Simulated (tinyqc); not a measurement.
Inside a calculation. Method: tight binding, honeycomb lattice. One step of it, computed by the program tinyqc.

Task: Bloch Hamiltonian at K. H_AB = -t1 (1 + exp(-i k.a1) + exp(-i k.a2)); H_AA = delta - 2 t2 sum cos(k.b + phi), H_BB = -delta - 2 t2 sum cos(k.b - phi), b = a1, a2 - a1, -a2.

Parameters chosen for this model:
```
parameter      value                        unit
t1          1.470000                 eV, nearest
t2                 0       eV, second neighbours
phi        -1.800000  rad, phase of t2 (Haldane)
delta       0.770000          eV, +/- on A and B
```

k point K (fractions of the reciprocal vectors): 0.333333  0.666667

Give: H(k) at K.

Result:

H(k) at K (eV):
```
       A       B
A  0.770   0.000
B  0.000  -0.770
```
